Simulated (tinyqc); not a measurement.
Gain factor and gap resistance from two string resistances.

Question. At small bit-line voltage each of the 48 cells has the resistance 1/(K x) at overdrive x (no mobility reduction) in series with a gap resistance Rg. Find K, Rg and the share of the gaps at the higher overdrive.

resistance of a string of 48 equal cells at overdrives of 3.9 and 8.2 V (kohm): 1219.6811  632.95078

Solution. The resistance per cell is a straight line in 1/x with slope 1/K and intercept Rg.

K = 11.00 uA/V^2
Rg = 2.100 kohm
share of the gaps = 15.93 %

Program tinyqc, `OMP_NUM_THREADS=1 python tinyqc.py 2142134 2142135 out.jsonl`; Intel Xeon 2.30GHz, shared host, one thread, about 0.4 s.
